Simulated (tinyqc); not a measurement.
Shallow donor in an anisotropic valley (effective-mass theory): sweeps and comparisons. A value that a table varies takes the place of the one given here.

One valley: H = -c [(d2/dx2 + d2/dy2)/mt + (d2/dz2)/ml] - q/(eps r), c = hbar^2/2m0, q = e^2/(4 pi eps0). Trial function exp(-sqrt((x^2 + y^2)/a^2 + z^2/b^2)) with a > b: T = (c/3)(2/(mt a^2) + 1/(ml b^2)), V = -(q/eps) atan(u/b)/u, u = sqrt(a^2 - b^2). The central cell of the impurity is left out.

Constants: hbar^2/2m0 = 3.80998211 eV angstrom^2; e^2/(4 pi eps0) = 14.39964547 eV angstrom; Ry = 13.60569312 eV; a0 (Bohr radius) = 0.5291772105 angstrom.

Inputs chosen for the exercise (near those of AlAs; not measured data): mt = 0.196 m0 (transverse mass); eps = 10.2 (dielectric constant); xs = (1.5, 2.5, 3.1, 5.6, 12, 28, 62, 160) (ratios ml/mt); ml = 1.068 m0 (longitudinal mass).

## Mass anisotropy

mt and eps fixed, ml varied. Energies in units of Ry*(mt) = Ry mt/eps^2 and lengths in a*(mt) = a0 eps/mt; the last two columns use one mass, 3/(1/ml + 2/mt) or (ml mt^2)^(1/3).

Results:
```
ml/mt,a/a*,b/a,binding,conductivity mass,density-of-states mass
1.50,0.920,0.866,1.139,1.125,1.145
2.50,0.835,0.723,1.322,1.250,1.357
3.10,0.804,0.670,1.401,1.292,1.458
5.60,0.731,0.545,1.622,1.377,1.776
12.0,0.658,0.418,1.906,1.440,2.289
28.0,0.598,0.313,2.206,1.474,3.037
62.0,0.556,0.238,2.464,1.488,3.958
160,0.519,0.173,2.732,1.495,5.429
```

How do the results move?

The binding grows from 1.14 to 2.73 Ry*(mt); for ml going to infinity the exact problem becomes two-dimensional, with 4 Ry*. The conductivity mass saturates at 1.5 and underbinds, by 15 % at ml/mt = 5.6; the density-of-states mass errs by +9 % there and by +99 % in the last row. With these mt and eps one unit is 25.63 meV.

## What each parameter does

The minimum of the trial energy. Each row changes one parameter from the base and keeps the others.

Results:
```
case,E (meV),a (angstrom),b (angstrom),b/a
base,-41.32,20.22,11.12,0.550
ml = 0.854 m0,-39.17,20.93,12.45,0.595
mt = 0.216 m0,-44.51,18.62,10.60,0.569
eps = 9.2,-50.79,18.23,10.03,0.550
```

What can be read from the table?

The largest shifts from the base row, up to three for each result and ties (the steps differ in size, so this ranks the rows, not the parameters). E (meV): eps -9.47, mt -3.19, ml +2.15. a (angstrom): eps -1.98, mt -1.60, ml +0.72. b (angstrom): ml +1.33, eps -1.09, mt -0.53. b/a: ml +0.045, mt +0.019; unchanged at the printed digits by eps. eps only rescales the solution (E as 1/eps^2, lengths as eps), so b/a depends on ml/mt alone.

Computed by tinyqc, a small Python program: `OMP_NUM_THREADS=1 python tinyqc.py 1280748 1280749 out.jsonl` (the numbers bound the seed that draws the inputs); one thread of a shared host (Intel(R) Xeon(R) Processor @ 2.30GHz), about 0.01 s for the whole set of steps.
